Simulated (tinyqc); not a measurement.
Changing the Debye temperature Theta: Bloch-Grueneisen resistivity of a metal. Computed by tinyqc, a small Python program. Command: `OMP_NUM_THREADS=1 python tinyqc.py 3020508 3020509 out.jsonl bg sweep`. One thread of a shared host (Intel(R) Xeon(R) Processor @ 2.30GHz), about 0.01 s of CPU time with the checks.

Electrons scatter from a Debye spectrum of phonons (n = 5 for scattering within one band, n = 3 for scattering into a second, heavy band) and from static defects.

Inputs (values chosen for the exercise, modelled on iridium):
```
quantity                      value         unit
exponent n                        5            -
transport coupling lambda_tr   0.42            -
Drude plasma energy hbar w_p    9.4           eV
residual resistivity rho_0    0.011  microohm cm
temperature T                   295            K
saturation resistivity          160  microohm cm
```

Addition: saturation.

Constants: k_B = 1.380649e-23 J/K; hbar = 1.054571817e-34 J s; eps_0 = 8.8541878128e-12 F/m; hbar = 6.582119569e-16 eV s; k_B = 8.617333262e-05 eV/K.

Method:
- rho_ph = (n - 1) rho_1 (T/Theta)^n J_n(Theta/T), with rho_1 = 2 pi lambda_tr k_B Theta/(hbar eps_0 w_p^2), the high-temperature line at T = Theta.
- J_n(y) = int_0^y x^n e^x/(e^x - 1)^2 dx, by 96 Gauss-Legendre points (upper limit at most 60).
- Parallel-resistor saturation: 1/rho = 1/(rho_0 + rho_ph) + 1/rho_sat.
- Temperature coefficient (1/rho) d rho/dT by a central difference of +/- 0.5 K; residual ratio rho(295 K)/rho(4.2 K); scattering time tau = 1/(eps_0 w_p^2 rho); Wiedemann-Franz kappa = L_0 T/rho, L_0 = (pi^2/3)(k_B/e)^2.

One run for each value; columns: (1) Debye temperature Theta (K); (2) phonon resistivity rho_ph (microohm cm); (3) temperature coefficient (1e-3/K); (4) residual resistance ratio:
```
(1)     (2)     (3)     (4)
80   5.6210  3.2948  481.33
110  5.6006  3.3189  489.11
160  5.5527  3.3757  487.99
230  5.4576  3.4896  480.56
320  5.2907  3.6928  466.50
450  4.9736  4.0916  439.48
640  4.3945  4.8682  389.79
900  3.5080  6.2065  313.05
```

Over the rows, phonon resistivity rho_ph (microohm cm) falls from 5.62 to 3.51 (exponent d ln y / d ln x -0.011 between the first rows and -0.66 between the last); temperature coefficient (1e-3/K) rises from 3.29 to 6.21 (exponent d ln y / d ln x 0.023 between the first rows and 0.71 between the last); residual resistance ratio goes from 481 through a maximum among these rows, 489 at 110, to 313. At the low end the exponent of phonon resistivity rho_ph is -0.01, close to 0: at high T and fixed lambda_tr Theta drops out.

Caution (rows 640, 900): below about Theta/2 small-angle phonon scattering degrades heat flow more than charge flow, so a thermal conductivity taken from rho by the Wiedemann-Franz law would be too high.

Extremes, crossings and ranges named in words are read from the listed rows.
